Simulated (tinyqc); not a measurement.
MOSFET in saturation, small-signal circuit and noise: one step of the calculation.

Bias by the inversion coefficient IC = I/Ispec (charge-based model with velocity saturation; weak inversion below 0.1, strong above 10). Common-source circuit: gm, gds, Cgs, Cgd and Cj at the inner nodes, Rg in series with the gate; quasi-static, no source or drain resistance, no gate-body capacitance, no substrate network, no induced gate noise, so fmax is an upper estimate.

Problem. Capacitances, gate resistance and cut-off frequencies. qs = [sqrt(1 + 4 IC) - 1]/2, Cgs = Cox W L qs (2 qs + 3)/(3 (qs + 1)^2) + Cov W, Cgd = Cov W, Cd = Cj W, Rg = Rsh (Wf/L)/(12 Nf) + Rc/W with Nf = W/Wf fingers (not rounded) contacted at both ends. fT = gm/(2 pi (Cgs + Cgd)), fmax = fT/(2 sqrt(Rg (gds + 2 pi fT Cgd))).

Values chosen for this exercise: gate length L = 130 nm; total gate width W = 5 um; gate capacitance Cox = 1.27 uF/cm^2; overlap and fringe capacitance per side Cov = 0.29 fF/um; drain junction capacitance Cj = 0.7 fF/um; sheet resistance of the gate Rsh = 10 ohm; finger width Wf = 1 um; gate contact and vertical resistance Rc = 50 ohm um; inversion coefficient IC = 40.

gm = 2.3683141 mS
gds = 0.10657413 mS

Give: Cgs; Cgd; Cd; Rg; fT; fmax.

Solution.

Cgs = 6.493 fF
Cgd = 1.450 fF
Cd = 3.500 fF
Rg = 11.28 ohm
fT = 47.46 GHz
fmax = 304.3 GHz

Overlap and fringe make up 36.5 % of the gate capacitance; fmax is 6.41 times fT.

Computed by the program tinyqc: `OMP_NUM_THREADS=1 python tinyqc.py 2150140 2150141 out.jsonl`, one thread of a shared Intel Xeon 2.30GHz, about 0.01 s for the whole run.
